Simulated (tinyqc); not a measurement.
## Resistance of a source-drain extension with a graded tip: effect of the gate overdrive

y runs along the channel, the gate covers y > 0. The doping is N0 for y < y0 and N0 10^(-(y - y0)/la) beyond, uniform over the depth xj. Sheet conductance s(y) = q mu(N) max(N - Nch, 0) xj + (for y > 0) ma Cox Vo, with mu(N) = u0 + (u1 - u0)/(1 + (N/Nr)^au) and Cox = eps0 eox/tox. Current is taken as one-dimensional; depletion of the tip, spreading and the contact are left out. The metallurgical junction lies at yj, where N = Nch.

R_spacer = integral of dy/s from -Ls to 0, R_ov from 0 to yj, R_channel = (Lg - 2 yj)/(ma Cox Vo), R_total = 2 R_spacer + 2 R_ov + R_channel. Electrical length L_eff = ma Cox dR_total/d(1/Vo); R_series = R_total - L_eff/(ma Cox Vo).

Inputs (values chosen for the exercise); mobility law close to that of electrons in silicon: relative permittivity of the gate insulator (close to silicon dioxide) eox = 3.9; insulator thickness tox = 1.6 nm; active doping of the extension far from the gate N0 = 1.1e20 cm^-3; lateral abruptness la = 3.8 nm/decade; position under the gate where the fall begins (gate edge at 0) y0 = 2.3 nm; depth of the extension xj = 10 nm; channel doping Nch = 5.5e17 cm^-3; spacer length Ls = 24 nm; mobility of the gate-induced layer ma = 220 cm^2/(V s); mobility at low doping u1 = 1414 cm^2/(V s); mobility at high doping u0 = 68.5 cm^2/(V s); reference doping Nr = 9.2e16 cm^-3; exponent au = 0.711; gate length Lg = 90 nm.

Constants: q = 1.602176634e-19 C, eps0 = 8.8541878128e-14 F/cm where lengths are in cm. Results are converted to the units shown.

The same in every row: yj (nm) = 11.04; R_spacer (ohm um) = 17.74.

Result of one run:
```
R_ov (ohm um)  R_channel (ohm um)  R_total (ohm um)  L_eff (nm)  R_series (ohm um)
13.87                       136.2             199.4       78.14              42.70
```

Which gate overdrive Vo gave this result: 0.15, 0.3, 0.45, 1.05 or 1.2 V?

Vo = 1.05 V.

The whole series:
```
Vo (V)  R_ov (ohm um)  R_channel (ohm um)  R_total (ohm um)  L_eff (nm)  R_series (ohm um)
0.15            49.28               953.5              1088       71.82              79.17
0.3             32.69               476.8             577.6       73.75              59.88
0.45            25.16               317.8             403.6       75.06              52.33
0.6             20.70               238.4             315.3       76.06              48.27
0.75            17.70               190.7             261.6       76.87              45.72
0.9             15.53               158.9             225.5       77.55              43.98
1.05            13.87               136.2             199.4       78.14              42.70
1.2             12.56               119.2             179.8       78.66              41.73
```

As Vo goes from 0.15 to 1.2, R_total falls from 1090 to 180 ohm um, L_eff rises from 71.8 to 78.7 nm and R_series falls from 79.2 to 41.7 ohm um. Both extracted quantities depend on the overdrive at which they are taken.

Program tinyqc, `OMP_NUM_THREADS=1 python tinyqc.py 2282037 2282038 out.jsonl`; Intel Xeon 2.30GHz, shared host, one thread, about 0.05 s.
